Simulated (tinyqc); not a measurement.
# p-i-n power rectifier, conductivity modulation at high injection: forward voltage and stored charge against the temperature

A drift layer from x = -d to d (2 d = W) between ideal p+ and n+ emitters (no recombination in them). High injection, n = p, ambipolar diffusion with one lifetime; both mobilities scale as (T/300 K)^(-bt).

Nc and Nv are given at 400 K and scale as (T/400 K)^1.5; tau is held fixed. Triangular field at breakdown with Ec = Kc N^(1/8): BV = eps0 eps_r Ec^2/(2 q N), so N = (eps0 eps_r Kc^2/(2 q BV))^(4/3); W = 2 BV/Ec; mu = mud (T/300 K)^(-bt); rho = 1/(q mu N); ideal resistance rho W. Da = 2 mun mup Vt/(mun + mup), La = sqrt(Da tau), B = (mun - mup)/(mun + mup) with mun = mud (T/300 K)^(-bt), mup likewise; n(x) = (tau J/(2 q La)) [cosh(x/La)/sinh(d/La) - B sinh(x/La)/cosh(d/La)]. Ohmic drop: integral of J/(q (mun + mup) n); diffusion (Dember) drop Vt B ln(n(-d)/n(d)); both junctions together Vt ln(n(-d) n(d)/ni^2), ni = sqrt(Nc Nv) exp(-Eg/(2 Vt)), Eg in volts; V_F = the sum; stored charge q times the integral of n. Integrals on a fine grid. Peak reverse current if all stored charge left in a linear ramp without recombination (an upper bound): sqrt(2 a Q). Rows where n falls below the doping are left out.

Parameters, values chosen for the exercise; bulk values close to those of silicon:
- eps_r = 11.4 (relative permittivity)
- Kc = 3860 V/cm per (cm^-3)^(1/8) (critical-field constant)
- BV = 400 V (rated breakdown voltage of the drift layer)
- mud = 1250 cm^2/(V s) (drift mobility at 300 K)
- bt = 2.5 (temperature exponent of the drift mobility)
- mup = 431 cm^2/(V s) (hole mobility at 300 K)
- Eg = 1.09 eV (band gap)
- Nc = 4.31e19 cm^-3 (conduction-band density of states at the reference temperature)
- Nv = 4.08e19 cm^-3 (valence-band density of states at the reference temperature)
- J = 200 A/cm^2 (forward current density)
- a = 1100 A/(cm^2 us) (ramp rate of the current at turn-off)
- tau = 2e-7 s (high-level lifetime)

Constants: q = 1.602176634e-19 C, kB = 1.380649e-23 J/K, Vt = kB T/q, eps0 = 8.8541878128e-14 F/cm where lengths are in cm. Results are converted to the units shown.

The same in every row: Q (uC/cm^2) = 40.00; sqrt(2 a Q) (A/cm^2) = 296.6.

Results:
```
T (K)	d/La	drift drop, ohmic and diffusion (V)	junction drops (V)	V_F (V)	lowest n over N	J rho W (V)
250	0.7096	0.02068	0.8586	0.8793	129.0	3.265
290	0.7931	0.02981	0.8118	0.8416	125.4	4.731
330	0.8738	0.04102	0.7639	0.8049	121.7	6.535
370	0.9521	0.05447	0.7151	0.7696	118.2	8.699
410	1.028	0.07035	0.6656	0.7360	114.6	11.24
490	1.175	0.1101	0.5647	0.6749	107.7	17.56
```

Estimate the missing row, T = 450 K.

Computed row:
```
T (K)	d/La	drift drop, ohmic and diffusion (V)	junction drops (V)	V_F (V)	lowest n over N	J rho W (V)
450	1.103	0.08883	0.6155	0.7043	111.1	14.19
```

With this row back in the table: V_F falls from 0.879 to 0.675 V; the drift drop rises from 0.0207 to 0.110 V and the junction drops fall from 0.859 to 0.565 V.

Program tinyqc, `OMP_NUM_THREADS=1 python tinyqc.py 2230035 2230036 out.jsonl`; Intel Xeon 2.30GHz, shared host, one thread, about 0.01 s.
